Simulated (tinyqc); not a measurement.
Worked calculation: coherent transport through a tight-binding region between two chains. Computed by tinyqc, a small Python program that keeps every step. Settings: temperature = 77, mu = 0.12. Command: `OMP_NUM_THREADS=1 python tinyqc.py 23131 23132 out.jsonl` (the two numbers bound the seeds that draw the settings). One thread of a shared host (Intel(R) Xeon(R) Processor @ 2.60GHz), about 0.07 s of CPU time with the checks.

## Transmission at E = 0.41 eV

H of the central region (eV):
```
          1         2         3
1   0.00000  -1.52000   0.00000
2  -1.52000   0.00000  -1.52000
3   0.00000  -1.52000   0.00000
```

Leads: semi-infinite chains with site energy 0:
```
parameter                           value
lead hopping t (eV)              2.690000
coupling to the left lead (eV)   0.870000
coupling to the right lead (eV)  1.340000
left contact site                       1
right contact site                      3
```

E = 0.41000 eV

Surface Green function g = (E - i sqrt(4 t^2 - E^2)) / (2 t^2); self-energy tc^2 g on each contact site; G = (E - H - Sigma)^(-1); Gamma = -2 Im Sigma; T = Gamma_L Gamma_R |G_LR|^2; local density of states -Im G_ii / pi.

g = 0.02833-0.37067i 1/eV

G (1/eV):
```
                   1                  2                  3
1   0.44710-0.67800i   0.41846+0.09079i  -0.55997+0.65351i
2   0.41846+0.09079i  -0.09021-0.10045i   0.26377-0.06370i
3  -0.55997+0.65351i   0.26377-0.06370i   0.48882-0.63633i
```

local density of states (1/eV): 0.21581  0.03197  0.20255

transmission = 0.55320

## Transmission across the band

The same steps on a grid of energies.

T(E):
```
E (eV)             T
-5.1110000  4.89e-05
-4.5999000   0.00028
-4.0888000   0.00106
-3.5777000   0.00403
-3.0666000   0.01963
-2.5555000   0.18138
-2.0444000   0.64766
-1.5333000   0.26421
-1.0222000   0.26546
-0.5111000   0.47383
0.0000000    0.83440
0.5111000    0.47383
1.0222000    0.26546
1.5333000    0.26421
2.0444000    0.64766
2.5555000    0.18138
3.0666000    0.01963
3.5777000    0.00403
4.0888000    0.00106
4.5999000    0.00028
5.1110000   4.89e-05
```

levels of the isolated region (eV): -2.14960  0.00000  2.14960

## Current

I = (2e/h) int T(E) [f(E - mu - V/2) - f(E - mu + V/2)] dE at 77 K with mu = 0.12 eV, the bias not changing H; 2e^2/h = 77.48092 microsiemens; the integral runs over the band on 4001 points.

Current:
```
V (volt)  I (microampere)
0.01000           0.61770
0.05000           3.08701
0.10000           6.16463
0.20000          12.25484
0.40000          23.94032
0.80000          44.06463
```
